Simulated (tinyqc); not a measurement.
Six materials: three-level Kane formulas for mass and g factor.

1/m = 1 + (Ep/3)(2/Eg + 1/(Eg + Dso)), g = 2 - (2 Ep/3)(1/Eg - 1/(Eg + Dso)). The inputs are values chosen for the exercise.

Results:
```
case         Eg (eV)  Dso (eV)  Ep (eV)  m (m0)        g   Eg/Ep
A near GaP     2.837     0.080     31.2  0.0841    1.799  0.0909
B near GaSb    0.810     0.769     26.6  0.0351   -8.662  0.0305
C near GaAs    1.497     0.337     26.1  0.0576   -0.136  0.0574
D near InAs    0.412     0.388     21.8  0.0220  -15.108  0.0189
E near Ge      0.903     0.295     25.9  0.0366   -2.709  0.0349
F near InP     1.405     0.107     20.6  0.0653    1.308  0.0682
```

The mass follows the gap: m/(Eg/Ep) lies between 0.92 and 1.17, while m itself spans a factor of 3.8. The order by mass differs from the order by gap. g is negative for B, C, D and E; it needs Ep Dso > 3 Eg (Eg + Dso). Where g is small, two larger terms cancel: 5 % in Ep moves g by (2 - g)/20, and the levels left out move it by tenths. Remote bands, left out here, make real masses heavier, by up to a half in the wider-gap crystals. All rows are for the Gamma valley, which is not the lowest one in GaP and Ge.

Program tinyqc; command `OMP_NUM_THREADS=1 python tinyqc.py 1050035 1050036 out.jsonl`; about 0.01 s on one thread of a shared Intel(R) Xeon(R) Processor @ 2.30GHz.
